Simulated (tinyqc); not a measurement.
Worked calculation: power iteration on a symmetric matrix. One step of it, computed by the program tinyqc.

Task: Step 2. w = (A - shift) v; v' = w/|w| with its largest component positive (the first on a tie); lambda = v'^T A v'.

A, lower triangle:
```
          1         2         3
1  2.027000
2  0.048000  2.837000
3  0.040000  0.159000  3.069000
```

vector after step 1: 0.419336  0.617587  0.665389

shift = 0.150000

Give: vector after step 2; Rayleigh quotient after step 2.

Result:

vector after step 2: 0.2958  0.6261  0.7215

Rayleigh quotient after step 2 = 3.0654
